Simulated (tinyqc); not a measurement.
Interdiffusion of a quantum well during annealing: blurred potential and shift of the confined levels: one step, computed by the program tinyqc. Command: `OMP_NUM_THREADS=1 python tinyqc.py 3013106 3013107 out.jsonl qwi walk`. One thread of a shared host (Intel(R) Xeon(R) Processor @ 2.30GHz), about 0.07 s of CPU time with the checks.

A square well of width w is blurred by Fick diffusion with a constant coefficient; band offsets are linear in composition, masses are uniform, and strain and excitons are ignored.

Task: Diffusion length. D = D0 exp(-E/(k_B T)); L = sqrt(D t); share of well material at the centre erf(w/(4L)); 1 nm = 1e-7 cm. Temperatures in kelvin are T(C) + 273.15.

Inputs (values chosen for the exercise, modelled on GaAs in AlGaAs):
```
quantity              value    unit
well width w            3.5      nm
prefactor D0           0.31  cm^2/s
activation energy E    3.75      eV
anneal temperature T    900       C
anneal time t            65       s
```

Constants: k_B = 8.617333262e-05 eV/K.

Give: diffusivity D; diffusion length L; ratio L/w; share at the centre.

Result:

diffusivity D = 2.408e-17 cm^2/s

diffusion length L = 0.3956 nm

ratio L/w = 0.1130

share at the centre = 0.9982
